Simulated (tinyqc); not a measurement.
Thin-film transistor with exponential tail and deep states, accumulation layer: two steps of the calculation.

An undoped film in accumulation, thicker than the space-charge layer. With band bending psi the Fermi level lies E0 - psi below the band edge. Free electrons n = n0 exp(psi/Vt) carry the current; electrons in two exponential distributions of traps, a = a0 exp(psi/Va) and d = d0 exp(psi/Vp), do not. Linear regime, ohmic contacts, traps in equilibrium.

Values chosen for this exercise; values close to those of an organic semiconductor:
```
symbol   value        unit                                        meaning
T          300           K                                    temperature
eps_r      3.2                 relative permittivity of the semiconductor
Nc      1.3e20       cm^-3                     density of extended states
mb         3.2  cm^2/(V s)                                  band mobility
Nt      1.1e20       cm^-3                   total density of tail states
Tt         410           K         characteristic temperature of the tail
Nd      2.3e17       cm^-3                   total density of deep states
Td        1360           K  characteristic temperature of the deep states
E0        0.61          eV           bulk Fermi level below the band edge
Ci          35     nF/cm^2                               gate capacitance
WL           2                                                  ratio W/L
Vd        0.05           V                                  drain voltage
Vg         9.7           V                   gate voltage above flat band
```

Constants: q = 1.602176634e-19 C, kB = 1.380649e-23 J/K, Vt = kB T/q, eps0 = 8.8541878128e-14 F/cm where lengths are in cm. Results are converted to the units shown.

Task 1. Bulk densities. Va = kB Tt/q, Vp = kB Td/q; n0 = Nc exp(-E0/Vt), a0 = Nt th(T/Tt) exp(-E0/Va), d0 = Nd th(T/Td) exp(-E0/Vp), th(x) = pi x/sin(pi x).

Find: Va; Vp; th(T/Tt); n0; a0; d0.

Result 1.

Va = 0.035331 V
Vp = 0.11720 V
th(T/Tt) = 3.0791
n0 = 7.3518e9 cm^-3
a0 = 1.0755e13 cm^-3
d0 = 1.3695e15 cm^-3

Task 2. Free and total charge, current. Va = kB Tt/q, Vp = kB Td/q. G(psi) = sum over the three kinds of c0 [V (exp(psi/V) - 1) - psi], field F = sqrt(2 q G/(eps0 eps_r)); Vg = psi + eps0 eps_r F/Ci at the surface. Total charge Q = Ci (Vg - psi_s); free charge Qf = q times the integral of n0 (exp(psi/Vt) - 1)/F over psi from 0 to psi_s; I = (W/L) mb Qf Vd; effective mobility mb Qf/Q.

psi_s = 0.522619983 V
n0 = 7.35181171e9 cm^-3
a0 = 1.07550545e13 cm^-3
d0 = 1.36953956e15 cm^-3

Give: surface densities; Q; Qf; effective mobility; I.

Result 2.

surface densities (cm^-3): free 4.426e18, tail 2.856e19, deep 1.184e17
Q = 321.2 nC/cm^2
Qf = 25.54 nC/cm^2
effective mobility = 0.2545 cm^2/(V s)
I = 8.174 nA

Program tinyqc, `OMP_NUM_THREADS=1 python tinyqc.py 2610112 2610113 out.jsonl`; Intel Xeon 2.30GHz, shared host, one thread, about 0.02 s.
